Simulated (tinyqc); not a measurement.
Inside a calculation. Method: Hueckel theory of the pi electrons with the omega technique, for the molecule OC=C1C=CC=C1 (SMILES; centres numbered as the heavy atoms are written). One step of it, computed by the program tinyqc.

Question. Energy, charges, bond orders. E = sum n x; q_r = z_r - P_rr; bond order p = P_rs; free valence = sqrt(3) - sum of p over the bonds of the atom.

final x values: [2.494427, 2.008422, 0.927078, 0.565273, -0.279474, -1.666522, -1.889203]

occupations: [2.000000, 2.000000, 2.000000, 2.000000, 0.000000, 0.000000, 0.000000]

final P, order 1O, 2C, 3C, 4C, 5C, 6C, 7C:
```
[[1.913945, 0.330103, -0.153830, -0.086190, 0.092777, 0.092777, -0.086190],
 [0.330103, 0.701146, 0.738696, 0.197565, -0.298314, -0.298314, 0.197565],
 [-0.153830, 0.738696, 1.047410, 0.452617, -0.096674, -0.096674, 0.452617],
 [-0.086190, 0.197565, 0.452617, 1.092367, 0.776038, -0.120101, -0.351406],
 [0.092777, -0.298314, -0.096674, 0.776038, 1.076383, 0.520155, -0.120101],
 [0.092777, -0.298314, -0.096674, -0.120101, 0.520155, 1.076383, 0.776038],
 [-0.086190, 0.197565, 0.452617, -0.351406, -0.120101, 0.776038, 1.092367]]
```

Centres:
```
centre  z_r, pi electrons of the neutral centre         h
1O                                            2  2.160000
2C                                            1  0.000000
3C                                            1  0.000000
4C                                            1  0.000000
5C                                            1  0.000000
6C                                            1  0.000000
7C                                            1  0.000000
```

Bonds:
```
i  j         k
1  2  0.680000
2  3         1
3  4         1
4  5         1
5  6         1
6  7         1
7  3         1
```

Give: pi energy = 8 alpha + this times beta; pi charges; Bond orders and lengths from R = 1.517 - 0.180 p; free valence of the carbons; gap between the highest filled and the next level.

Answer.

pi energy = 8 alpha + this times beta = 11.990

pi charges: [0.086, 0.299, -0.047, -0.092, -0.076, -0.076, -0.092]

Bond orders and lengths from R = 1.517 - 0.180 p (angstrom, C-C alone):
```
bond      p      R
1-2   0.330      -
2-3   0.739  1.384
3-4   0.453  1.436
4-5   0.776  1.377
5-6   0.520  1.423
6-7   0.776  1.377
7-3   0.453  1.436
```

free valence of the carbons: [0.663, 0.088, 0.503, 0.436, 0.436, 0.503]

gap between the highest filled and the next level = 0.845 |beta|
